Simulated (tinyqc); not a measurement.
The 3-omega method: a line heater on a substrate with a thin film: one step, computed by the program tinyqc.

A current at angular frequency omega = 2 pi f heats the line at 2 omega with the amplitude P per length; the temperature swing Delta T at 2 omega gives a voltage at 3 omega. The substrate is taken as semi-infinite and isotropic, and the heat capacity of heater and film is left out.

Question. The film adds a constant step. One-dimensional flow across the film: Delta T_f = P (t/kappa_f + R_i)/(2 b); total in-phase swing Delta T = Delta T_s + Delta T_f; third-harmonic amplitude V_3 = V_1 beta |Delta T|/2 with the out-of-phase part included; the apparent film conductivity is t/(t/kappa_f + R_i).

Inputs (values chosen for the exercise, modelled on amorphous silicon on gallium nitride):
```
quantity                                    value        unit
heater half-width b                            12  micrometre
power amplitude per length P                  9.9         W/m
film thickness t                             1200          nm
film conductivity kappa_f                     1.4     W/(m K)
interface resistance R_i                      6.2    m^2 K/GW
temperature coefficient of resistance beta    3.1      1e-3/K
voltage amplitude V_1                        0.97           V
```

in-phase Delta T_s = 0.04840980 K

out-of-phase Delta T_s = -0.01300114 K

Give: Delta T_f; total in-phase swing; V_3; apparent film conductivity; film share of the in-phase swing.

Answer.

Delta T_f = 0.3561 K

total in-phase swing = 0.4045 K

V_3 = 0.6085 mV

apparent film conductivity = 1.390 W/(m K)

film share of the in-phase swing = 0.8803

The interface lowers the apparent conductivity by 1 %. The film gives a large part of the signal.
